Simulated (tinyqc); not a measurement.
# Inputs raised by 5 %, one at a time

Model: minority-electron transport through the base of a bipolar transistor (Moll-Ross and Kroemer integrals). Computed by tinyqc, a small Python program. Command: `OMP_NUM_THREADS=1 python tinyqc.py 3027691 3027692 out.jsonl base sens`. One thread of a shared host (Intel(R) Xeon(R) Processor @ 2.30GHz), about 0.01 s of CPU time with the checks.

Low injection, one dimension, x from the emitter edge (0) to the collector edge (W), s = x/W. Recombination is treated as a small correction (valid for tau_B well below tau_n), computed from the stored charge.

Inputs (values chosen for the exercise, modelled on SiGe): intrinsic density n_i at the emitter edge = 8.5e+10 1/cm^3; base doping at the emitter edge N_0 = 2.2e+19 1/cm^3; base width W = 53 nm; mu_min = 160 cm^2/(V s); mu_max = 1110 cm^2/(V s); N_ref = 2.9e+17 1/cm^3; saturation velocity v_s = 0.74 1e7 cm/s; electron lifetime tau_n = 52 ns; emitter Gummel number G_E = 1.2e+14 s/cm^4; base-emitter voltage V_BE = 0.71 V; temperature T = 300 K; doping ratio N_0/N(W) = 3.6; gap narrowing across the base dE_g = 170 meV.

Base doping profile: exponential. Gap grading: linear. Exit of the base: infinite sink.

Constants: k_B = 8.617333262e-05 eV/K; e = 1.602176634e-19 C.

Method:
- N(x) = N_0 (ratio)^(-s); n_i(x)^2 = n_i^2 exp(s dE_g/k_B T); D(x) = (k_B T/e) mu, mu = mu_min + (mu_max - mu_min)/(1 + (N/N_ref)^0.7).
- With y(x) = N n_i^2/(D n_i(x)^2): base Gummel number G_B = int_0^W y dx; J_C = e n_i^2 exp(e V_BE/k_B T)/G_B; n(x) = (J_C/e)(n_i(x)^2/(N n_i^2)) [int_x^W y dx]; transit time tau_B = (e/J_C) int n dx; trapezoid rule on 401 even points.
- Emitter-limited gain beta_E = G_E/G_B; recombination-limited gain beta_R = tau_n/tau_B; 1/beta = 1/beta_E + 1/beta_R; f_T from the base alone = 1/(2 pi tau_B).

Runs; columns: (1) input moved; (2) from; (3) to; (4) base transit time tau_B (ps); (5) current gain beta; (6) collector current density J_C (A/cm^2); (7) base Gummel number G_B (s/cm^4):
```
(1)                                               (2)       (3)      (4)     (5)     (6)         (7)
base run                                            -         -  0.52386  43.665   356.6  2.7470e+12
base doping at the emitter edge N_0 (1/cm^3)  2.2e+19  2.31e+19  0.52883  41.277   337.1  2.9059e+12
gap narrowing across the base dE_g (meV)          170     178.5  0.50598  45.441   371.1  2.6396e+12
mu_min (cm^2/(V s))                               160       168  0.50746  45.253   369.6  2.6506e+12
mu_max (cm^2/(V s))                              1110    1165.5  0.51476  44.261   361.5  2.7100e+12
electron lifetime tau_n (ns)                       52      54.6  0.52386  43.666   356.6  2.7470e+12
emitter Gummel number G_E (s/cm^4)            1.2e+14  1.26e+14  0.52386  45.848   356.6  2.7470e+12
base-emitter voltage V_BE (V)                    0.71    0.7455  0.52386  43.665  1407.8  2.7470e+12
```

Exponents ln(y'/y) / ln(x'/x):
```
input                                base transit time tau_B  current gain beta  collector current density J_C  base Gummel number G_B
base doping at the emitter edge N_0                    0.194             -1.153                         -1.153                   1.153
gap narrowing across the base dE_g                    -0.712              0.817                          0.817                  -0.817
mu_min                                                -0.652              0.732                          0.732                  -0.732
mu_max                                                -0.359              0.278                          0.278                  -0.278
electron lifetime tau_n                                0.000              0.000                          0.000                   0.000
emitter Gummel number G_E                              0.000              1.000                          0.000                   0.000
base-emitter voltage V_BE                              0.000              0.000                         28.145                   0.000
```

To which inputs is each result most sensitive?

Among the inputs moved here: base transit time tau_B answers most in size to gap narrowing across the base dE_g (exponent -0.712), next to mu_min (-0.652); its exponent is below 0.0005 for electron lifetime tau_n, emitter Gummel number G_E, base-emitter voltage V_BE. current gain beta answers most in size to base doping at the emitter edge N_0 (exponent -1.153), next to emitter Gummel number G_E (+1.000); its exponent is below 0.0005 for electron lifetime tau_n, base-emitter voltage V_BE. collector current density J_C answers most in size to base-emitter voltage V_BE (exponent +28.145), next to base doping at the emitter edge N_0 (-1.153); its exponent is below 0.0005 for electron lifetime tau_n, emitter Gummel number G_E. base Gummel number G_B answers most in size to base doping at the emitter edge N_0 (exponent +1.153), next to gap narrowing across the base dE_g (-0.817); its exponent is below 0.0005 for electron lifetime tau_n, emitter Gummel number G_E, base-emitter voltage V_BE.

Caution (all rows): the mean velocity exceeds v_s, so drift-diffusion with a low-field mobility overstates the speed.

Extremes, crossings and ranges named in words are read from the listed rows.
